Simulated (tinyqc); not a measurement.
Inside a calculation. Model: MOS inversion layer, Poisson-Schroedinger loop.

Program tinyqc, `OMP_NUM_THREADS=1 python tinyqc.py 2160065 2160066 out.jsonl`; Intel Xeon 2.30GHz, shared host, one thread, about 0.4 s. Printed values are rounded.

Electrons confined at an insulator interface at z = 0, treated as a hard wall; parabolic valleys, Hartree approximation, no image or exchange terms. The depletion charge lies far deeper than the electrons and gives a uniform field q Nd/(eps0 eps_r); the gate balances all charge. Energies are counted from the band edge at the interface.

Values chosen for this exercise; masses and permittivity close to those of In0.53Ga0.47As: temperature T = 200 K; relative permittivity eps_r = 13.9; mass along z of valley set A (1 valley(s)) mz1 = 0.0406 m0; in-plane density-of-states mass of set A md1 = 0.041 m0; sheet density of electrons Ns = 8.4e11 cm^-2; sheet density of depletion charge Nd = 1.9e11 cm^-2; mesh step hz = 3 nm; mixing factor a = 0.5.

Constants: q = 1.602176634e-19 C, kB = 1.380649e-23 J/K, hbar = 1.054571817e-34 J s, m0 = 9.1093837015e-31 kg, Vt = kB T/q, eps0 = 8.8541878128e-14 F/cm where lengths are in cm, hbar^2/(2 m0) = 0.0380998212 eV nm^2. Results are converted to the units shown.

## Fixed part of the potential

z, node 1 to 14 (nm): [3, 6, 9, 12, 15, 18, 21, 24, 27, 30, 33, 36, 39, 42]

V0 = q Nd z/(eps0 eps_r) in eV.

fixed potential V0, node 1 to 14 (eV): [0.007420, 0.014841, 0.022261, 0.029681, 0.037102, 0.044522, 0.051942, 0.059362, 0.066783, 0.074203, 0.081623, 0.089044, 0.096464, 0.103884]

## Round 1: levels and probability densities

self-consistent potential U at the start, node 1 to 14 (eV): [0, 0, 0, 0, 0, 0, 0, 0, 0, 0, 0, 0, 0, 0]

Tridiagonal Hamiltonian with psi = 0 one step beyond both ends: H_ii = C (1/m_(i-1/2) + 1/m_(i+1/2))/hz^2 + V0_i + U_i, H_(i,i+1) = -C/(m_(i+1/2) hz^2), C = hbar^2/(2 m0). The lowest 2 level(s) are kept, normalised to hz sum |psi|^2 = 1. The mass is the same on all intervals.

levels (eV): A1 0.0415856, A2 0.0723778
|psi|^2 of A1, node 1 to 14 (1/nm): [0.0221247, 0.0618761, 0.0811967, 0.0720065, 0.0488824, 0.0270073, 0.0125915, 0.0050738, 0.0017972, 0.0005665, 0.0001601, 0.0000405, 0.0000088, 0.0000013]
|psi|^2 of A2, node 1 to 14 (1/nm): [0.0211033, 0.0400156, 0.0208583, 0.0003760, 0.0129008, 0.0433172, 0.0610443, 0.0564498, 0.0393842, 0.0221023, 0.0102992, 0.0040069, 0.0012413, 0.0002342]

## Round 1: Fermi level and occupations

Level k holds N_k = D_k Vt ln(1 + exp((EF - E_k)/Vt)) with D = md1 m0 q/(pi hbar^2) per eV (spin included); EF is fixed by sum N_k = Ns.

EF = 0.0750051 eV
N_k (cm^-2): A1 6.12043e11, A2 2.27957e11

## Round 1: density, output potential and mixing

n_i = sum_k N_k |psi_k|^2 (converted to cm^-3). Hartree part by Gauss: on the interval before node i the electrons still beyond are S_i = Ns - hz sum_(j<i) n_j, and U_i = U_(i-1) + q S_i hz/(eps0 eps_r) in eV, U_0 = 0 at the interface. Mixing: U(new) = U + a (U(out) - U).

n, node 1 to 14 (in units of 1e17 cm^-3): [1.83519, 4.69927, 5.44506, 4.41568, 3.28589, 2.64041, 2.16220, 1.59735, 1.00779, 0.53851, 0.24458, 0.09382, 0.02884, 0.00542]
U(out), node 1 to 14 (eV): [0.032806, 0.063461, 0.088611, 0.107381, 0.120977, 0.130724, 0.137377, 0.141497, 0.143745, 0.144812, 0.145249, 0.145399, 0.145439, 0.145446]
U after round 1, node 1 to 14 (eV): [0.0164028, 0.0317305, 0.0443053, 0.0536903, 0.0604885, 0.0653619, 0.0686884, 0.0707483, 0.0718725, 0.0724062, 0.0726245, 0.0726996, 0.0727196, 0.0727228]

## Course of the self-consistent loop

Start from U = 0. Stop when the largest |U(out) - U| is below 1e-7 eV, or after 60 rounds. From round 2 on: Anderson mixing of depth m keeps the last m inputs V and residuals F = V(out) - V(in), fits c by least squares to F = dF c over their successive differences dF, dV, and sets V(new) = V + a F - (dV + a dF) c. Here m = 4.

Course of the iteration:
```
round  level A1 (eV)    EF (eV)  largest |U(out) - U| (eV)
1          0.0415856  0.0750051                      0.145
2          0.0846946   0.123483                     0.0373
3           0.105087   0.144495                    8.87e-3
4           0.112355   0.151526                    5.60e-4
5           0.112779   0.151869                    2.50e-4
6           0.112783   0.151896                    1.52e-5
7           0.112780   0.151892                    1.57e-6
8           0.112780   0.151892                    6.68e-7
9           0.112780   0.151892                    4.50e-8
```

Converged in 9 rounds.

## Converged levels, occupations and centroid

converged U, node 1 to 14 (eV): [0.032806, 0.059581, 0.076653, 0.086761, 0.092937, 0.096702, 0.098830, 0.099902, 0.100377, 0.100563, 0.100626, 0.100645, 0.100650, 0.100650]

Solve for the levels with V0 + U, find EF, n_i = sum_k N_k |psi_k|^2 (in cm^-3); share of each level N_k/Ns; centroid sum n z/sum n.

levels (eV): A1 0.112780, A2 0.160331
EF = 0.151892 eV
shares (%): A1 83.2034, A2 16.7966
n, node 1 to 14 (in units of 1e17 cm^-3): [5.14680, 8.28227, 5.94319, 3.35646, 2.05770, 1.39725, 0.90178, 0.50888, 0.24728, 0.10412, 0.03826, 0.01222, 0.00324, 0.00055]
centroid = 9.20425 nm

An 800-node mesh to 73 nm with 8 levels a set gives A1 = 0.1145 eV, EF = 0.1531 eV and a centroid of 9.865 nm; the levels kept above hold 96.3 % of the electrons there. The coarse centroid is 6.7 % below the fine one.

## Closed-form estimates

Triangular well: E_k = a_k (C F^2/mz)^(1/3), a_1 = 2.338107, a_2 = 4.087949, C = hbar^2/(2 m0), F in eV/nm. Fang-Howard (all electrons in the lowest level of set A): b^3 = 6 (mz1/C) q (Nd + 11 Ns/32)/(eps0 eps_r), centroid 3/b, level C b^2/(4 mz1) + (3/b) q (Nd + 11 Ns/16)/(eps0 eps_r). Use F = q (Nd + Ns)/(eps0 eps_r), the surface field, and F = q (Nd + Ns/2)/(eps0 eps_r).

A1 with the surface field = 0.129197 eV
A1 with Nd + Ns/2 = 0.0911132 eV
A2 with Nd + Ns/2 = 0.159302 eV
b = 0.341562 1/nm
Fang-Howard centroid = 8.78317 nm
Fang-Howard level = 0.115126 eV

Against the self-consistent A1 = 0.1145 eV on a fine mesh, the surface-field estimate is 13 % above it, the half-charge one 20 % below it and Fang-Howard 0.50 % above it. A1 holds 82.1 % of the electrons, and the Fang-Howard centroid is 11 % below the full one.
